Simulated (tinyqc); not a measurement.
Elastic trap-assisted tunnelling through a dielectric: two steps of the calculation.

Emitter at x = 0 (Fermi level 0), collector at x = t (Fermi level -V), band edge U(x) = phi - F x, F = V/t. A trap at x has the energy E = U(x) - Et. With G(u) = (4/(3 F)) sqrt(mo/C) max(u, 0)^1.5, C = hbar^2/(2 m0): S1 = G(phi - E) - G(Et), S2 = G(Et) - G(phi - V - E), T1,2 = exp(-S1,2). The steady rate through one trap is nu T1 T2 (f1 - f2)/(T1 + T2), f1 = f(E), f2 = f(E + V), f(y) = 1/(1 + exp(y/Vt)); both contacts offer states at E.

Values chosen for this exercise; dielectric values close to those of silicon dioxide: temperature T = 350 K; barrier above the emitter Fermi level phi = 3.1 eV; tunnelling mass mo = 0.49 m0; thickness t = 5.7 nm; trap depth below the band edge of the dielectric Et = 2.79 eV; trap density Nt = 2.4e17 cm^-3; attempt frequency nu = 1e13 1/s; points of the grid n = 9; voltage V = 1.92 V; left end of the grid xa = 2.08 nm; right end of the grid xb = 3.08 nm.

Constants: q = 1.602176634e-19 C, kB = 1.380649e-23 J/K, hbar = 1.054571817e-34 J s, m0 = 9.1093837015e-31 kg, Vt = kB T/q, hbar^2/(2 m0) = 0.0380998212 eV nm^2. Results are converted to the units shown.

Task 1. Rate through a trap near the best position. n equally spaced x from xa to xb, where nearly all of the current flows; J = q Nt times the integral of the rate, by Simpson's rule.

Find: x; E; S1; S2; f1 - f2; rate; J.

Result 1.

```
point  x (nm)    E (eV)      S1      S2  f1 - f2  rate (1/s)
0      2.0800  -0.39063  26.424  38.212   1.0000   2.5402e-4
1      2.2050  -0.43274  28.104  37.081   1.0000   7.8715e-4
2      2.3300  -0.47484  29.794  35.935   1.0000   0.0024709
3      2.4550  -0.51695  31.494  34.774   1.0000   0.0076176
4      2.5800  -0.55905  33.204  33.599   1.0000    0.015294
5      2.7050  -0.60116  34.924  32.409   1.0000   0.0062948
6      2.8300  -0.64326  36.654  31.206   1.0000   0.0012014
7      2.9550  -0.68537  38.393  29.988   1.0000   2.1185e-4
8      3.0800  -0.72747  40.142  28.757   1.0000   3.6851e-5
```

J = 1.5680e-11 A/cm^2

Task 2. The best-placed trap against direct tunnelling. At x = xs: E, S1, S2 and the occupation (T1 f1 + T2 f2)/(T1 + T2). Direct tunnelling at E = 0 has S = (4/(3 F)) sqrt(mo/C) [phi^1.5 - max(phi - V, 0)^1.5].

xs = 2.58 nm

Give: E; S1; S2; occupation; S of direct tunnelling.

Result 2.

E = -0.55905 eV
S1 = 33.204
S2 = 33.599
occupation = 0.59747
S of direct tunnelling = 59.284

Range of the model: Phonon-assisted (inelastic) capture, chains of traps and a spread of trap depths are left out.

Computed by the program tinyqc: `OMP_NUM_THREADS=1 python tinyqc.py 2370138 2370139 out.jsonl`, one thread of a shared Intel Xeon 2.30GHz, about 0.05 s for the whole run.
